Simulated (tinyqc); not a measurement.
# Changing the width b

Model: ballistic transport through the one-dimensional subbands of a rectangular nanowire or nanosheet channel. Computed by tinyqc, a small Python program. Command: `OMP_NUM_THREADS=1 python tinyqc.py 3029407 3029408 out.jsonl wire sweep`. One thread of a shared host (Intel(R) Xeon(R) Processor @ 2.30GHz), about 0.08 s of CPU time with the checks.

Hard walls, parabolic subbands, transport along x. Energies are counted from the bulk conduction band edge at the top of the barrier, which the gate pulls down by U; the source Fermi level lies at the bulk edge when U = 0.

Inputs (values chosen for the exercise, modelled on silicon):

| quantity | value | unit |
|---|---|---|
| light mass m_t | 0.19 | m_0 |
| heavy mass m_l | 0.925 | m_0 |
| height a | 3.3 | nm |
| equivalent oxide thickness t | 1.7 | nm |
| gate voltage above flat band V_G | 0.6 | V |
| drain voltage V_D | 0.37 | V |
| temperature T | 300 | K |
| mean free path for back-scattering lambda | 18 | nm |
| channel length L | 10 | nm |

Valleys: silicon [100] wire.

Constants: hbar^2/(2 m_0) = 3.80998212 eV angstrom^2; k_B = 8.617333262e-05 eV/K; m_0 = 9.1093837015e-31 kg; k_B = 1.380649e-23 J/K; hbar = 1.054571817e-34 J s; eps_0 = 8.8541878128e-12 F/m; e = 1.602176634e-19 C; h = 6.62607015e-34 J s.

Method:
- E_pq = (hbar^2 pi^2/2)(p^2/(m_y b^2) + q^2/(m_z a^2)); valley pairs: (m_x, m_y, m_z) = (m_t, m_t, m_l), (m_t, m_l, m_t), (m_l, m_t, m_t), each with degeneracy g = 2; the 10 lowest subbands are kept.
- F_j(eta) = (1/Gamma(j + 1)) int_0^infinity x^j/(1 + exp(x - eta)) dx, F_0 = ln(1 + exp(eta)). Integrals over x = E/(k_B T) use 160 Gauss-Legendre points in u = sqrt(x) from 0 to sqrt(max(eta, 0) + 32).
- With degeneracy g = 2, eta_i = (U - E_i)/(k_B T) and u = e V_D/(k_B T): line density n = sum_i g sqrt(2 m_x k_B T/pi)/(2 hbar) [F_-1/2(eta_i) + F_-1/2(eta_i - u)]; gate: e n = C_ox (V_G - U/e), C_ox = 3.9 eps_0 2 (a + b)/t (flat-plate estimate); I = (2 e k_B T/h) sum_i g [F_0(eta_i) - F_0(eta_i - u)].
- Linear conductance G = (2 e^2/h) sum_i g f(eta_i), g = 2, f = 1/(1 + exp(-eta_i)), with the barrier frozen at the eta_i above; current per perimeter I/(2(a + b)); with scattering, transmission lambda/(lambda + L) and low-bias resistance (1 + L/lambda)/G.

One run for each value:

| width b (nm) | current per perimeter (microampere/micrometre) | ballistic current I (microampere) | open modes sum g f | mean velocity I/(e n) (1e7 cm/s) |
|---|---|---|---|---|
| 3.5 | 1193.5 | 16.232 | 3.803 | 1.6896 |
| 4.6 | 1362.2 | 21.523 | 4.529 | 1.7701 |
| 8.3 | 1474.8 | 34.215 | 7.233 | 1.7500 |
| 11.0 | 1538.2 | 43.991 | 8.991 | 1.7884 |
| 15.0 | 1605.6 | 58.767 | 11.288 | 1.8466 |

Give the missing row, width b (nm) = 6.2.

Computed row; columns: (1) width b (nm); (2) current per perimeter (microampere/micrometre); (3) ballistic current I (microampere); (4) open modes sum g f; (5) mean velocity I/(e n) (1e7 cm/s):
```
(1)     (2)     (3)    (4)     (5)
6.2  1432.6  27.219  5.641  1.7691
```

Interpolating between the two neighbouring rows (linearly) misses most in current per perimeter (microampere/micrometre), by 1.5 %. Over the rows, current per perimeter (microampere/micrometre) rises from 1190 to 1610 (exponent d ln y / d ln x 0.48 between the first rows and 0.14 between the last); ballistic current I (microampere) rises from 16.2 to 58.8 (exponent d ln y / d ln x 1.0 between the first rows and 0.93 between the last); open modes sum g f rises from 3.80 to 11.3 (exponent d ln y / d ln x 0.64 between the first rows and 0.73 between the last).  Left out: 20.0, 26.0 (more than ten subbands are occupied).

Caution (rows 11.0, 15.0): the tenth subband is still occupied, so the truncation to ten understates charge and current.
